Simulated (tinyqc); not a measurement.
# From one set of inputs to another, one input at a time

Model: hot carriers by balance equations with a heated Maxwellian. Computed by tinyqc, a small Python program. Command: `OMP_NUM_THREADS=1 python tinyqc.py 3031994 3031995 out.jsonl hot ladder`. One thread of a shared host (Intel(R) Xeon(R) Processor @ 2.30GHz), about 0.1 s of CPU time with the checks.

The carriers follow a Maxwellian at an electron temperature T_e, slightly displaced; the drift energy is neglected against k_B T_e. The balance averages the rate, not the time, so mu_0 lies below the relaxation-time value.

The inputs printed are set A. Inputs not listed in the table keep their values of set A, so the rows need not describe a real material.

Inputs (values chosen for the exercise, for a model non-polar semiconductor):

| quantity | value | unit |
|---|---|---|
| effective mass m | 0.174 | m_0 |
| density rho | 6040 | kg/m^3 |
| sound velocity v_l | 11100 | m/s |
| acoustic deformation potential D_A | 7.3 | eV |
| phonon energy hbar w | 68 | meV |
| optical or intervalley deformation potential D_o | 9.8 | 1e8 eV/cm |
| final valleys Z_f | 5 | - |
| lattice temperature T | 250 | K |
| electric field F | 0.35 | kV/cm |
| mixing | 0.3 | - |
| iteration cap | 300 | - |

Band: parabolic. Solver: damped fixed point.

Constants: k_B = 8.617333262e-05 eV/K; k_B = 1.380649e-23 J/K; e = 1.602176634e-19 C; hbar = 1.054571817e-34 J s; m_0 = 9.1093837015e-31 kg; hbar = 6.582119569e-16 eV s.

Method:
- Parabolic band: E = hbar^2 k^2/(2 m), speed v = hbar k/m, states per spin, volume and energy g(E) = m k/(2 pi^2 hbar^2). Masses are multiplied by m_0 and all formulas are in SI units.
- Phonon occupation N_q = 1/(exp(hbar w/(k_B T)) - 1).
- Acoustic deformation potential (elastic, equipartition, absorption and emission together): 1/tau = 2 pi k_B T D_A^2 g(E)/(hbar rho v_l^2).
- Optical or intervalley deformation potential: 1/tau = (pi Z_f D_o^2/(rho w)) [N_q g(E + hbar w) + (N_q + 1) g(E - hbar w)], with g = 0 below the band edge.
- Averages over the Maxwellian, <y> = int y x^(1/2) exp(-x) dx / int x^(1/2) exp(-x) dx with x = E/(k_B T_e), split at x_0 = hbar w/(k_B T_e): 64 Gauss-Legendre points in sqrt(x) below it and 128 in sqrt(x - x_0) above it, up to x = 32. Momentum balance: mu(T_e) = e/(m nu), nu = <x (sum of rates)>/<x>. Power lost per carrier: P(T_e) = hbar w <emission rate - absorption rate> + <(2 m v_l^2/(k_B T)) (E - 2 k_B T) acoustic rate>.
- Energy relaxation time at weak heating: tau_E = (3/2) k_B / (dP/dT_e), the derivative by a central difference of +/- 0.5 K at T_e = T.
- Fixed point: T_out = T + (T_e - T) e mu(T_e) F^2/P(T_e), T_new = T_e + mixing (T_out - T_e).
- Start at T_e = 1.5 T; stop when T_e moves by less than 1e-6 K or exceeds 1e6 K.
- v = mu(T_e) F; warm-carrier coefficient (mu/mu_0 - 1)/F^2.

Each row keeps all changes above it:

| input moved | from | to | drift velocity (1e7 cm/s) | low-field mobility mu_0 (cm^2/(V s)) | mobility mu(T_e) (cm^2/(V s)) |
|---|---|---|---|---|---|
| set A | - | - | 0.45788 | 14335 | 13082 |
| phonon energy hbar w (meV) | 68 | 35.6 | 0.09019 | 2590 | 2577 |
| lattice temperature T (K) | 250 | 350 | 0.04854 | 1389 | 1387 |
| density rho (kg/m^3) | 6040 | 5323 | 0.04279 | 1224 | 1223 |
| acoustic deformation potential D_A (eV) | 7.3 | 4.5 | 0.04358 | 1247 | 1245 |
| sound velocity v_l (m/s) | 11100 | 5270 | 0.04195 | 1200 | 1199 |
| electric field F (kV/cm) | 0.35 | 0.36 | 0.04315 | 1200 | 1198 |
| effective mass m (m_0) | 0.174 | 0.298 | 0.01125 | 313 | 313 |

Which inputs carry the difference?

Drift velocity goes from 0.458 to 0.0113, a factor 0.0246 in all. The largest single move comes from phonon energy hbar w (a factor 0.197). Low-field mobility mu_0 goes from 14300 to 313, a factor 0.0218 in all. The largest single move comes from phonon energy hbar w (a factor 0.181). Mobility mu(T_e) goes from 13100 to 313, a factor 0.0239 in all. The largest single move comes from phonon energy hbar w (a factor 0.197). The single moves hold for this order of the switches; the total does not depend on the order.

Caution (rows set A, phonon energy hbar w): the drift energy m v^2/2 is not small against the heating (3/2) k_B (T_e - T), so T_e - T is rough.

Extremes, crossings and ranges named in words are read from the listed rows.
